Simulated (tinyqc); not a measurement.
Transfer between valleys with doping: electrons shared among three sets of ellipsoidal valleys.

F_j(eta) = (1/Gamma(j + 1)) integral_0^infinity x^j dx/(1 + exp(x - eta)), which tends to exp(eta) for eta << 0.

Sets L, Gamma, Delta: N_i = M_i times N = 2 (m kB T/(4 pi c))^(3/2) with c = hbar^2/2m0, in 1/angstrom^3; times 1e24 for 1/cm^3, m = (ml mt^2)^(1/3); n = sum_i N_i F_1/2((EF - dE_i)/kT), energies from the edge of the first set; mu_drift = sum of share times mobility.

Constants: hbar^2/2m0 = 3.80998211 eV angstrom^2; kB = 8.617333262e-05 eV/K.

Parameters, chosen for this exercise (masses and offsets near those of Ge; mobilities are free inputs, held fixed; not measured data):
- dE = (0, 0.114, 0.188) eV (edges of L, Gamma, Delta above the first)
- M = (4, 1, 6) (valleys in each set)
- ml = (1.624, 0.043, 0.93) m0 (longitudinal masses of L, Gamma, Delta)
- mt = (0.0845, 0.043, 0.1932) m0 (transverse masses)
- mu = (3500, 22000, 1200) cm^2/(V s) (mobility of each set)
- T = 400 K

Parabolic valleys; band tails and gap narrowing are left out.

Populations:

| n (1/cm^3) | EF (eV) | share L | share Gamma | share Delta | mu_drift |
|---|---|---|---|---|---|
| 1.0e+16 | -0.2561 | 0.9883 | 0.0007 | 0.0110 | 3489 |
| 1.0e+17 | -0.1766 | 0.9883 | 0.0008 | 0.0110 | 3489 |
| 1.0e+18 | -0.0966 | 0.9880 | 0.0008 | 0.0112 | 3488 |
| 3.0e+18 | -0.0573 | 0.9875 | 0.0008 | 0.0117 | 3488 |
| 1.0e+19 | -0.0109 | 0.9856 | 0.0009 | 0.0135 | 3486 |
| 3.0e+19 | 0.0406 | 0.9788 | 0.0013 | 0.0199 | 3478 |
| 1.0e+20 | 0.1233 | 0.9340 | 0.0032 | 0.0627 | 3416 |

What does the comparison show?

The share of L goes from 0.988 to 0.934 and the mean mobility from 3489 to 3416 cm^2/(V s). L holds more than Gamma throughout. The share of Delta is at most 0.063.

Run: tinyqc, `OMP_NUM_THREADS=1 python tinyqc.py 1682673 1682674 out.jsonl`; Intel(R) Xeon(R) Processor @ 2.30GHz, one thread, shared host; about 0.01 s of CPU time with all checks.
